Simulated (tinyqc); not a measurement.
Barrier thickness: exchange-split free-electron bands and tunnelling magnetoresistance.

Majority and minority bands E = c k^2/m -/+ Dx/2, c = hbar^2/2m0, so k_up = sqrt(m (EF + Dx/2)/c), k_dn = sqrt(m (EF - Dx/2)/c); n_s = k_s^3/(6 pi^2), D_s = m k_s/(4 pi^2 c).

Barrier: kappa = sqrt(mb phi/c), c = hbar^2/2m0. With a = k1/m, b = k2/m, w = kappa/mb, the transmission at normal incidence is T(k1, k2) = 4 a b w^2/[w^2 (a + b)^2 + (w^2 + a^2)(w^2 + b^2) sinh^2(kappa d)]. Parallel: G_P = T(up, up) + T(dn, dn); antiparallel: G_AP = 2 T(up, dn); TMR = (G_P - G_AP)/G_AP. Julliere: TMR = 2 P^2/(1 - P^2). Slonczewski factor: P_eff = P_k (w^2 - a_up a_dn)/(w^2 + a_up a_dn), P_k = (k_up - k_dn)/(k_up + k_dn).

Constants: hbar^2/2m0 = 3.80998211 eV angstrom^2.

Values chosen for the exercise:
- EF = 3.58 eV (Fermi energy above the mean band bottom)
- Dx = 1.89 eV (exchange splitting)
- m = 1.32 m0 (mass in the electrodes)
- phi = 0.6 eV (barrier height above EF)
- mb = 0.45 m0 (mass in the barrier)

Results:
```
d (angstrom)  kappa d       G_P      G_AP  TMR (%)
1               0.266      1.85      1.82     1.67
2               0.532      1.48      1.46     1.31
3               0.799      1.06      1.05     0.96
4               1.065     0.701     0.696     0.72
6               1.597     0.272     0.271     0.49
8               2.130    0.0977    0.0973     0.42
10              2.662    0.0342    0.0340     0.39
13              3.461   0.00696   0.00693     0.38
20              5.324  0.000168  0.000167     0.38
```

Give the missing row, d (angstrom) = 16.

Computed row:
```
d (angstrom)  kappa d      G_P     G_AP  TMR (%)
16              4.259  0.00141  0.00141     0.38
```

For thick barriers each angstrom costs a factor exp(2 kappa) = 1.70 in both conductances, and TMR settles at 0.38 % (the interface factor, which vanishes at (kappa/mb)^2 = k_up k_dn/m^2, reduces it below the value from the polarisation of k alone); it is within 0.1 point of that from d = 8 angstrom on. At 1 angstrom it is 1.67 %, where the barrier is thin and the mismatch of k_up and k_dn starts to rule, as it does fully for d -> 0.

Computed by tinyqc, a small Python program: `OMP_NUM_THREADS=1 python tinyqc.py 1651162 1651163 out.jsonl` (the numbers bound the seed that draws the inputs); one thread of a shared host (Intel(R) Xeon(R) Processor @ 2.30GHz), about 0.01 s for the whole set of steps.
